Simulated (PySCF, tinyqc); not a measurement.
RHF in the sto-6g basis, for H4, spin multiplicity 1, step by step. The lowest restricted solution is unstable here: a spin-polarised one lies 0.0646 hartree lower (PySCF). One step of it, computed by the program tinyqc.

Question. Iteration 2: building the Fock matrix. J_ij = sum D_kl (ij|kl), K_ij = sum D_kl (ik|jl); F = H + J - 0.5 K; E = tr D H + tr D J / 2 - 0.25 tr D K + E_nn.

D after iteration 1:
```
           1H 1s      2H 1s      3H 1s      4H 1s
1H 1s   0.778720   0.778720  -0.061406  -0.061406
2H 1s   0.778720   0.778720  -0.061406  -0.061406
3H 1s  -0.061406  -0.061406   0.778720   0.778720
4H 1s  -0.061406  -0.061406   0.778720   0.778720
```

core Hamiltonian H = T + V (hartree):
```
           1H 1s      2H 1s      3H 1s      4H 1s
1H 1s  -1.262698  -0.499154  -0.115567  -0.062539
2H 1s  -0.499154  -1.262698  -0.062539  -0.115567
3H 1s  -0.115567  -0.062539  -1.262698  -0.499154
4H 1s  -0.062539  -0.115567  -0.499154  -1.262698
```

Two-electron integrals (ij|kl) in chemists' order, unique and non-zero (hartree):
```
(11|11) 0.774999   (21|11) 0.160767   (21|21) 0.049453   (22|11) 0.365530
(22|21) 0.160767   (22|22) 0.774999   (31|11) 0.028628   (31|21) 0.007086
(31|22) 0.019142   (31|31) 0.002153   (32|11) 0.011885   (32|21) 0.003847
(32|22) 0.013322   (32|31) 0.000950   (32|32) 0.000523   (33|11) 0.224962
(33|21) 0.062566   (33|22) 0.193085   (33|31) 0.028628   (33|32) 0.013322
(33|33) 0.774999   (41|11) 0.013322   (41|21) 0.003847   (41|22) 0.011885
(41|31) 0.000950   (41|32) 0.000510   (41|33) 0.011885   (41|41) 0.000523
(42|11) 0.019142   (42|21) 0.007086   (42|22) 0.028628   (42|31) 0.001444
(42|32) 0.000950   (42|33) 0.019142   (42|41) 0.000950   (42|42) 0.002153
(43|11) 0.062566   (43|21) 0.018854   (43|22) 0.062566   (43|31) 0.007086
(43|32) 0.003847   (43|33) 0.160767   (43|41) 0.003847   (43|42) 0.007086
(43|43) 0.049453   (44|11) 0.193085   (44|21) 0.062566   (44|22) 0.224962
(44|31) 0.019142   (44|32) 0.011885   (44|33) 0.365530   (44|41) 0.013322
(44|42) 0.028628   (44|43) 0.160767   (44|44) 0.774999
```

nuclear repulsion = 1.58775836 hartree

Give: Coulomb J; exchange K; Fock matrix F; total energy of this density.

Answer.

Coulomb J (hartree):
```
       1H 1s  2H 1s  3H 1s  4H 1s
1H 1s  1.553  0.452  0.096  0.051
2H 1s  0.452  1.553  0.051  0.096
3H 1s  0.096  0.051  1.553  0.452
4H 1s  0.051  0.096  0.452  1.553
```

exchange K (hartree):
```
       1H 1s  2H 1s  3H 1s  4H 1s
1H 1s  0.889  0.571  0.057  0.047
2H 1s  0.571  0.889  0.047  0.057
3H 1s  0.057  0.047  0.889  0.571
4H 1s  0.047  0.057  0.571  0.889
```

Fock matrix F (hartree):
```
        1H 1s   2H 1s   3H 1s   4H 1s
1H 1s  -0.155  -0.333  -0.048  -0.035
2H 1s  -0.333  -0.155  -0.035  -0.048
3H 1s  -0.048  -0.035  -0.155  -0.333
4H 1s  -0.035  -0.048  -0.333  -0.155
```

total energy of this density = -1.88445 hartree
